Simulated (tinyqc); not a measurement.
Worked calculation: CIS on RHF in the sto-3g basis, for H4, spin multiplicity 1. One step of it, computed by the program tinyqc.

Problem. CIS singlet states. Diagonalise A (1 hartree = 27.211386 eV); each vector has its largest component positive (the first on a tie). The transition dipole is mu = sqrt2 sum c_ia <i|r|a>.

CIS matrix A, singlet (hartree), lower triangle:
```
          1>3        1>4       2>3       2>4
1>3  0.732812
1>4  0.000000   0.891455
2>3  0.000000  -0.003921  0.518545
2>4  0.044687   0.000000  0.000000  0.776675
```

dipole integrals <i|r|a> (bohr):
```
            x         y          z
1>3  0.000000  0.000000  -1.078985
1>4  0.000000  0.000000   0.000000
2>3  0.000000  0.000000   0.000000
2>4  0.000000  0.000000  -1.032658
```

Give: singlet excitation energies; lowest vectors; oscillator strengths 2/3 w |mu|^2.

Solution.

singlet excitation energies (eV): 14.109  19.183  21.892  24.259

lowest vectors:
```
     state 1  state 2  state 3  state 4
1>3    0.000    0.849    0.529    0.000
1>4    0.011    0.000    0.000    1.000
2>3    1.000    0.000    0.000   -0.011
2>4    0.000   -0.529    0.849    0.000
```

oscillator strengths 2/3 w |mu|^2: 0.000  0.128  2.246  0.000
